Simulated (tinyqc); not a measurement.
Undoped symmetric double-gate MOSFET, analytic potential model: one step of the calculation.

An undoped body of thickness ts between two equal insulators and tied gates; long channel, electrons only, n = ni exp((psi - V)/Vt) with V the quasi-Fermi potential (0 at the source, Vd at the drain), constant mobility, no quantisation. Across the body psi(x) = V - 2 Vt ln[(ts/(2 beta)) sqrt(q ni/(2 eps0 eps_r Vt)) cos(2 beta x/ts)], x from the centre. Q is the electron charge per area of the whole body.

Task. Constants of the body. ni = sqrt(Nc Nv) exp(-Eg/(2 Vt)), Eg in volts; r = eps_r tox/(eox ts); V0 = dphi + 2 Vt ln[(2/ts) sqrt(2 eps0 eps_r Vt/(q ni))].

Inputs (values chosen for the exercise); material values those of a made-up semiconductor: temperature T = 250 K; band gap Eg = 1.32 eV; relative permittivity of the semiconductor eps_r = 9.89; conduction-band density of states at T Nc = 2.57e19 cm^-3; valence-band density of states at T Nv = 1.55e19 cm^-3; relative permittivity of the gate insulator eox = 7.22; insulator thickness tox = 1.5 nm; body thickness ts = 12 nm; gate work function less that of the intrinsic body dphi = 0 V.

Constants: q = 1.602176634e-19 C, kB = 1.380649e-23 J/K, Vt = kB T/q, eps0 = 8.8541878128e-14 F/cm where lengths are in cm. Results are converted to the units shown.

Give: ni; r; V0.

Result.

ni = 9.888e5 cm^-3
r = 0.1712
V0 = 0.5864 V

Computed by the program tinyqc: `OMP_NUM_THREADS=1 python tinyqc.py 2440044 2440045 out.jsonl`, one thread of a shared Intel Xeon 2.30GHz, about 0.01 s for the whole run.
